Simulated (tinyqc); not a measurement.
Convergence with the number of cells: heat flow across a film from the phonon Boltzmann equation in the relaxation-time approximation. Computed by tinyqc, a small Python program. Command: `OMP_NUM_THREADS=1 python tinyqc.py 3006712 3006713 out.jsonl slabbte sweep`. One thread of a shared host (Intel(R) Xeon(R) Processor @ 2.30GHz), about 0.03 s of CPU time with the checks.

Two black walls, hot at x = 0 and cold at x = L, emit phonons isotropically. For one free path Lambda, with tau = x/Lambda, tau_L = L/Lambda and phi = (T - T_cold)/Delta T, energy balance gives phi(tau) = (1/2) [E2(tau) + int_0^tau_L phi(s) E1(|tau - s|) ds]; E_n are the exponential integrals. The flux over the ballistic flux C v Delta T/4 is psi = 1 - 2 int_0^tau_L phi(s) E2(s) ds, and kappa_eff/kappa = (3/4) tau_L psi. kappa = C v Lambda/3 is an input, so at fixed kappa a longer free path means a smaller C v.

Inputs (values chosen for the exercise, modelled on silicon carbide): film thickness L = 170 nm; free path Lambda_1 = 130 nm.

Free-path groups: three.

Method:
- Cut the film into n equal cells with constant phi, collocated at the centres c_i: the kernel integrates to A_ij = |E2(|c_i - e_j|) - E2(|c_i - e_(j+1)|)|/2 for cell edges e_j, and A_ii = 1 - E2(half a cell); solve (1 - A) phi = E2(c)/2; psi = 1 - 2 sum_j phi_j [E3(e_j) - E3(e_(j+1))].
- In short, (1 - A) phi = b and psi = 1 - 2 sum_j w_j phi_j, with b the right-hand side and w_j the flux weights; the cells divide 0 to tau_L.
- Use 150 and 300 cells and extrapolate psi = (4 psi(300) - psi(150))/3. The jump at the hot wall is 1 - phi there (linear extrapolation from the first two of 300 cells). Two-flux (diffusion with slip) formula: psi = 1/(1 + 3 tau_L/4).

One run for each value:
```
cells n in the small system  psi, small system  psi for Lambda_1
2                                       0.5189            0.4899
3                                       0.5046            0.4899
4                                       0.4988            0.4899
6                                       0.4942            0.4899
8                                       0.4925            0.4899
12                                      0.4911            0.4899
20                                      0.4904            0.4899
40                                      0.4901            0.4899
```

Over the rows, psi, small system falls from 0.519 to 0.490 (exponent d ln y / d ln x -0.069 between the first rows and -9.9e-4 between the last); psi for Lambda_1 does not change. The error of psi falls from 5.9 % to 0.025 %; a cell must be thin against the free path.
